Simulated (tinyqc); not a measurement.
Inside a calculation. Model: ballistic Schottky-barrier transistor with a one-dimensional channel, WKB contacts.

tinyqc, about 0.07 s, one thread, Intel Xeon 2.30GHz (shared host): `OMP_NUM_THREADS=1 python tinyqc.py 2390133 2390134 out.jsonl` Printed values are rounded.

Source Fermi level 0, drain Fermi level -Vd. Far from the contacts Ec = pn - psi, and the gate moves psi one to one; the band edges relax as exp(-x/lam) from pn at the source and pn - Vd at the drain; Ev = Ec - Eg. A carrier of energy w inside the channel band meets at a contact a barrier of height D (the contact edge beyond the channel edge): T = 1 for w >= D, else exp(-S), S = 4 lam sqrt(m/C) [sqrt(D - w) - sqrt(w) arctan sqrt((D - w)/w)], C = hbar^2/(2 m0). The two contacts combine as Ts Td/(Ts + Td - Ts Td).

Parameters, values chosen for the exercise; channel values close to those of a silicon nanowire with silicide contacts:
```
symbol  value  unit                                        meaning
T         350     K                                    temperature
Eg       1.12    eV                                       band gap
pn       0.63    eV         barrier for electrons at both contacts
mn       0.21    m0                                  electron mass
mp       0.25    m0                                      hole mass
g           2                                  valleys or subbands
lam       1.3    nm               screening length at the contacts
Vd        0.1     V                                     drain bias
ps       0.84     V      band shift psi of the channel by the gate
w0       0.44    eV  energy of one carrier inside the channel band
wm        1.1    eV                          upper end of the grid
nE         15                                   points of the grid
```

Constants: q = 1.602176634e-19 C, kB = 1.380649e-23 J/K, hbar = 1.054571817e-34 J s, h = 6.62607015e-34 J s, m0 = 9.1093837015e-31 kg, Vt = kB T/q, hbar^2/(2 m0) = 0.0380998212 eV nm^2. Results are converted to the units shown.

Range of the model: No scattering, image-force lowering, channel charge or band-to-band tunnelling; parabolic kappa overstates S deep in the gap.

## Band edges and barriers

Electrons: Ds = psi, Dd = psi - Vd, Es = Ec, Ed = Ec + Vd. Holes: Ds = -psi, Dd = Vd - psi, Es = -Ev, Ed = -Ev - Vd. The size of each current is taken; both flow from drain to source and add.

Ec = -0.21 eV
Ev = -1.33 eV
D for electrons (eV): source 0.840000, drain 0.740000
D for holes (eV): source -0.840000, drain -0.740000

A negative D is no barrier. Here the electrons carry the larger current.

## Transmission of one of the electrons

S and T at both contacts for w = w0, and the tunnelling distance lam ln(D/w) at the higher barrier.

S at the source = 1.55387
S at the drain = 1.09722
combined T = 0.148686
tunnelling distance = 0.840615 nm

## Current of the electrons on a coarse grid

I = g (2 q^2/h) int T(w) [f(Es + w) - f(Ed + w)] dw, f(y) = 1/(1 + exp(y/Vt)). Electrons: Ds = psi, Dd = psi - Vd, Es = Ec, Ed = Ec + Vd. Holes: Ds = -psi, Dd = Vd - psi, Es = -Ev, Ed = -Ev - Vd. The size of each current is taken; both flow from drain to source and add. Simpson's rule on nE equally spaced w from 0 to wm.

```
point   w (eV)          Ts          Td           T  size of the supply difference
0      0.00000  1.38255e-5  2.74845e-5  9.19850e-6                      0.0244579
1      0.07857  0.00176223  0.00338228  0.00115993                       0.248110
2      0.15714  0.00955143   0.0176638  0.00623794                       0.679062
3      0.23571   0.0305367   0.0542829   0.0199324                       0.283648
4      0.31429   0.0738521    0.125822   0.0488083                      0.0293982
5      0.39286    0.148636    0.241799    0.101384                     0.00223801
6      0.47143    0.261137    0.403657    0.188439                     1.65750e-4
7      0.55000    0.411465    0.600181    0.322945                     1.22503e-5
8      0.62857    0.590600    0.804088    0.516305                     9.05258e-7
9      0.70714    0.778066    0.967201    0.758064                     6.68950e-8
10     0.78571    0.939019           1    0.939019                     4.94328e-9
11     0.86429           1           1           1                    3.65289e-10
12     0.94286           1           1           1                    2.69934e-11
13     1.02143           1           1           1                    1.99471e-12
14     1.10000           1           1           1                    1.47401e-13
```

current = 0.146493 uA

A converged quadrature gives 0.1448 uA; this grid is 1.1 % above that. Under 0.001 % of it passes over both barriers, the rest tunnels. The other carrier adds 8.76e-18 uA.
